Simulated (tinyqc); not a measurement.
Newton steps for the Fermi level: carrier statistics of a doped semiconductor with parabolic bands.

Parameters, chosen for this exercise (near those of SiC; shifted at random, so the results belong to these values and not to a real crystal):
- ND = 2.1e+17 1/cm^3 (donors)
- NA = 1.2e+17 1/cm^3 (acceptors)
- E_start = 2.756 eV (first guess of EF)
- cap = 12 (iteration cap)

Eg = 3.179128 eV
kT = 0.0430867 eV
Nc = 3.91747e+19 1/cm^3
Nv = 7.00762e+19 1/cm^3

Boltzmann statistics and full ionisation: n = Nc exp((EF - Eg)/kT), p = Nv exp(-EF/kT). First run: Newton on f = p + ND - n - NA. Second run: Newton on ln(p + ND) - ln(n + NA). Stop when the step is below 1e-7 eV.

First run:

| step | EF (eV) | n (1/cm^3) | step taken (kT) |
|---|---|---|---|
| 1 | 2.75600 | 2.13e+15 | 41.284 |
| 2 | 4.53480 | 1.81e+33 | -1.000 |
| 3 | 4.49172 | 6.66e+32 | -1.000 |
| 4 | 4.44863 | 2.45e+32 | -1.000 |
| 5 | 4.40554 | 9.01e+31 | -1.000 |
| 6 | 4.36246 | 3.31e+31 | -1.000 |
| 7 | 4.31937 | 1.22e+31 | -1.000 |
| 8 | 4.27628 | 4.49e+30 | -1.000 |
| 9 | 4.23320 | 1.65e+30 | -1.000 |
| 10 | 4.19011 | 6.07e+29 | -1.000 |
| 11 | 4.14702 | 2.23e+29 | -1.000 |
| 12 | 4.10394 | 8.22e+28 | -1.000 |

Second run:

| step | EF (eV) | n (1/cm^3) | step taken (kT) |
|---|---|---|---|
| 1 | 2.75600 | 2.13e+15 | 31.101 |
| 2 | 4.09606 | 6.84e+28 | -26.510 |
| 3 | 2.95384 | 2.10e+17 | -0.710 |
| 4 | 2.92324 | 1.03e+17 | -0.132 |
| 5 | 2.91755 | 9.05e+16 | -0.005 |
| 6 | 2.91733 | 9.00e+16 | 0.000 |
| 7 | 2.91733 | 9.00e+16 | 0.000 |

Has the first run converged, and what does its course show?

No: the last step is still 1.00 kT. The first step jumps by 41.3 kT, far past the root, because the slope -(n + p)/kT is small at the start; after it n is far too large, the residual is a pure exponential, and Newton then retreats by one kT a step (11 such steps here). The rerun on the logarithm, which is close to linear in EF once n outweighs the compensating charge, converges in 7 steps to EF = 2.91733 eV.

tinyqc: `OMP_NUM_THREADS=1 python tinyqc.py 1681676 1681677 out.jsonl`; about 0.01 s, one thread, shared Intel(R) Xeon(R) Processor @ 2.30GHz.
